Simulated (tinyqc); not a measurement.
AlGaN/GaN HEMT with access regions, lumped model: one step of the calculation.

A polarisation-induced electron sheet under a Schottky gate, in series with two ungated access regions and contacts. Drift law v = mu E/(1 + mu E/vs) under the gate. Currents in mA/mm, resistances in ohm mm. No self-heating, no channel-length modulation; fits for polarisation, barrier and offset are chosen for the exercise.

Question. Drain current. Access resistance R(L, n) = L/(q mu n sqrt(1 - (I/(q n vs))^2)); Rs = Rc + R(Ls, n0), Rd = Rc + R(Ld, (1 - ft) n0). Vg' = Vg - I Rs, Vd' = Vd - I (Rs + Rd); with u = Vg' - VT, Vc = vs Lg/mu and w the smaller of Vd' and Vc [sqrt(1 + 2 u/Vc) - 1] (0 if negative), the channel gives (mu Cb/Lg)(u w - w^2/2)/(1 + w/Vc). I(new) = I + 0.1 (channel current - I).

Inputs (values chosen for the exercise); values close to those of AlGaN/GaN structures:
```
symbol  value        unit                                               meaning
mu       1400  cm^2/(V s)                                      channel mobility
vs      1.4e7        cm/s                                   saturation velocity
Lg          1          um                                           gate length
Ls        0.5          um                                  source access length
Ld         16          um                                   drain access length
Rc        0.3      ohm mm                            resistance of each contact
ft          0              share of the drain-access electrons removed by traps
Vg          0           V                                          gate voltage
Vd          4           V                                         drain voltage
```

Constants: q = 1.602176634e-19 C. Results are converted to the units shown.

I at the start = 420 mA/mm
VT = -6.7181164 V
Cb = 0.27447982 uF/cm^2
n0 = 1.1509264e13 cm^-2

Give: Rs; Rd; Vg'; Vd'; channel current; I after iteration 1.

Answer.

Rs = 0.4963 ohm mm
Rd = 6.581 ohm mm
Vg' = -0.2084 V
Vd' = 1.027 V
channel current = 1168 mA/mm
I after iteration 1 = 494.8 mA/mm

Computed by the program tinyqc: `OMP_NUM_THREADS=1 python tinyqc.py 2570143 2570144 out.jsonl`, one thread of a shared Intel Xeon 2.30GHz, about 0.03 s for the whole run.
